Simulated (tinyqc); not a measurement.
# Input admittance of a MOSFET at zero drain bias: distributed channel and distributed gate: what changes with what

Source and drain grounded, strong inversion, w = 2 pi f, Cox = eps0 eox/tox. The channel is an RC line of resistance 1/(mu Cox Vo) per square fed from both ends, so one finger has the intrinsic admittance y = i w Cox L tanh(g)/g per width, g = (1/2) sqrt(i w tau), tau = L^2/(mu Vo). The vertical resistance rv/L is in series with y, the overlaps 2 i w Cov in parallel: y_t = 1/(1/y + rv/L) + 2 i w Cov. The gate strip is a line of Rsh/L per length loaded by y_t, so a finger has Y = y_t Wf tanh(k)/k, k = (Wf/sd) sqrt(y_t Rsh/L); the device has Nf Y.

Inputs (values chosen for the exercise); values of the order met in silicon radio-frequency transistors:
- eox = 22 (relative permittivity of the gate insulator (close to hafnium oxide))
- tox = 17 nm (insulator thickness)
- L = 0.33 um (channel length)
- Wf = 0.55 um (finger width)
- Nf = 1 (number of fingers)
- mu = 180 cm^2/(V s) (channel mobility)
- Vo = 0.42 V (gate overdrive)
- Rsh = 16 ohm/square (sheet resistance of the gate)
- rv = 4.1 ohm um^2 (vertical resistivity of the gate stack)
- sd = 1 (number of ends at which a finger is contacted)
- Cov = 0.15 fF/um (overlap and fringe capacitance on each side)
- f = 14 GHz (frequency)

Constants: eps0 = 8.8541878128e-14 F/cm where lengths are in cm. Results are converted to the units shown.

Each table varies one quantity; the others keep the values above.

## Input impedance against frequency

Low-frequency limits, with c = Cox L and ct = c + 2 Cov: R_strip = Rsh Wf/(3 sd^2 L Nf), R_ch = (c/ct)^2 L/(12 mu Cox Vo Wf Nf), R_vert = (c/ct)^2 rv/(L Wf Nf), C = ct Wf Nf. Z = 1/(Nf Y) = R + 1/(i w C), Q = |Im Z|/R, far-point signal |1/cosh k|.

The same in every row: low-frequency R (ohm) = 523.74.

Input impedance against frequency:

| f (GHz) | w tau | \|k\| | R (ohm) | C (fF) | Q | signal at the far point |
|---|---|---|---|---|---|---|
| 0.1 | 0.0090508 | 0.0061327 | 523.74 | 2.2447 | 1353.8 | 1.0000 |
| 0.4 | 0.036203 | 0.012265 | 523.74 | 2.2447 | 338.44 | 1.0000 |
| 1 | 0.090508 | 0.019393 | 523.74 | 2.2447 | 135.38 | 1.0000 |
| 2 | 0.18102 | 0.027424 | 523.73 | 2.2446 | 67.694 | 0.99999 |
| 6 | 0.54305 | 0.047469 | 523.65 | 2.2435 | 22.579 | 0.99995 |
| 20 | 1.8102 | 0.086033 | 522.69 | 2.2316 | 6.8224 | 0.99947 |
| 40 | 3.6203 | 0.11896 | 519.56 | 2.1936 | 3.4912 | 0.99807 |
| 100 | 9.0508 | 0.16806 | 499.04 | 1.9723 | 1.6170 | 0.99267 |
| 300 | 27.152 | 0.21632 | 377.46 | 1.2206 | 1.1515 | 0.98495 |

Read the table: what changes, and by how much?

R falls from 524 to 377 ohm and C falls from 2.24 to 1.22 fF. Q goes as f^(-1.00) between the first two rows and f^(-0.31) between the last two, where w tau = 27.2 and |k| = 0.216. The low-frequency limits hold both R and C within 5 % up to f = 40 GHz among the rows.

## Effect of the gate overdrive

Same model as above.

Effect of the gate overdrive:

| Vo (V) | w tau | \|k\| | R (ohm) | low-frequency R (ohm) | C (fF) | Q | signal at the far point |
|---|---|---|---|---|---|---|---|
| 0.2 | 2.661 | 0.07137 | 1064 | 1069 | 2.217 | 4.819 | 0.9995 |
| 0.35 | 1.521 | 0.07215 | 621.9 | 622.8 | 2.235 | 8.177 | 0.9997 |
| 0.5 | 1.064 | 0.07236 | 444.2 | 444.5 | 2.240 | 11.43 | 0.9998 |
| 0.65 | 0.8187 | 0.07244 | 348.3 | 348.4 | 2.242 | 14.56 | 0.9998 |
| 0.8 | 0.6652 | 0.07248 | 288.3 | 288.4 | 2.243 | 17.58 | 0.9999 |
| 0.95 | 0.5602 | 0.07250 | 247.3 | 247.3 | 2.243 | 20.49 | 0.9999 |
| 1.1 | 0.4838 | 0.07252 | 217.4 | 217.5 | 2.244 | 23.30 | 0.9999 |
| 1.25 | 0.4257 | 0.07253 | 194.7 | 194.8 | 2.244 | 26.02 | 0.9999 |

What does the comparison show?

As Vo goes from 0.2 to 1.25, R falls from 1060 to 195 ohm, C rises from 2.22 to 2.24 fF and Q rises from 4.82 to 26.0. Only the channel term depends on Vo.

Program tinyqc, `OMP_NUM_THREADS=1 python tinyqc.py 2262024 2262025 out.jsonl`; Intel Xeon 2.30GHz, shared host, one thread, about 0.01 s.
